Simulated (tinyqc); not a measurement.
## Frequency dispersion of an accumulation capacitance by border traps, distributed model: effect of the decay constant of the wave function in the insulator

Traps spread evenly through the insulator exchange electrons with the semiconductor by tunnelling, with tau(x) = t0 exp(2 ka x) at depth x from the interface. The admittance per area Y seen at depth x obeys dY/dx = -Y^2/(i w eps0 eox) + q Nb ln(1 + i w tau)/tau, with Y(0) = i w Cs and w = 2 pi f; the gate sees Y(tox) = G + i w C. Working variable y = Y/(i w), in uF/cm^2. Cox = eps0 eox/tox.

Cox; trap-free value 1/(1/Cox + 1/Cs); response depth d = ln(1/(w t0))/(2 ka), where w tau = 1; lumped estimate: all traps within d act as C_bt = q Nb d placed at d/2, so C = 1/{1/[1/(1/Cs + d/(2 eps0 eox)) + C_bt] + (tox - d/2)/(eps0 eox)}. C and G from a fine integration; dispersion -d C/d log10 f over C, from f times and over 1.1. For a broad spread of time constants G/w is close to -(pi/2) dC/d ln w.

Inputs (values chosen for the exercise); permittivity close to that of silicon dioxide: relative permittivity of the insulator eox = 4.05; insulator thickness tox = 7.5 nm; semiconductor capacitance in accumulation Cs = 1.9 uF/cm^2; density of border traps Nb = 9.1e19 cm^-3 eV^-1; time constant of a trap at the interface t0 = 3e-11 s; frequency f = 1e5 Hz.

Constants: q = 1.602176634e-19 C, eps0 = 8.8541878128e-14 F/cm where lengths are in cm. Results are converted to the units shown.

The same in every row: trap-free C (uF/cm^2) = 0.3820.

Results:

| ka (1/nm) | d (nm) | C (uF/cm^2) | G/w (uF/cm^2) | dispersion (% a decade) | -(pi/2) dC/d ln w (uF/cm^2) | lumped C (uF/cm^2) |
|---|---|---|---|---|---|---|
| 2.5 | 2.176 | 0.5418 | 0.02620 | 7.054 | 0.02607 | 0.4959 |
| 3.2 | 1.700 | 0.4992 | 0.01765 | 5.167 | 0.01760 | 0.4720 |
| 3.9 | 1.395 | 0.4751 | 0.01335 | 4.111 | 0.01332 | 0.4568 |
| 5.3 | 1.026 | 0.4485 | 0.009068 | 2.960 | 0.009056 | 0.4381 |
| 6 | 0.9066 | 0.4403 | 0.007846 | 2.609 | 0.007837 | 0.4319 |
| 6.7 | 0.8119 | 0.4340 | 0.006927 | 2.338 | 0.006921 | 0.4269 |
| 7.4 | 0.7351 | 0.4289 | 0.006210 | 2.121 | 0.006205 | 0.4229 |

Estimate the missing row, ka = 4.6 1/nm.

Computed row:

| ka (1/nm) | d (nm) | C (uF/cm^2) | G/w (uF/cm^2) | dispersion (% a decade) | -(pi/2) dC/d ln w (uF/cm^2) | lumped C (uF/cm^2) |
|---|---|---|---|---|---|---|
| 4.6 | 1.183 | 0.4595 | 0.01078 | 3.433 | 0.01076 | 0.4460 |

With this row back in the table: As ka goes from 2.5 to 7.4, C falls from 0.542 to 0.429 uF/cm^2, the dispersion falls from 7.05 to 2.12 % a decade and G/w falls from 0.0262 to 0.00621 uF/cm^2. The lumped estimate is 8.5 % below C in the first row and 1.4 % below it in the last.

Computed by the program tinyqc: `OMP_NUM_THREADS=1 python tinyqc.py 2202015 2202016 out.jsonl`, one thread of a shared Intel Xeon 2.30GHz, about 0.5 s for the whole run.
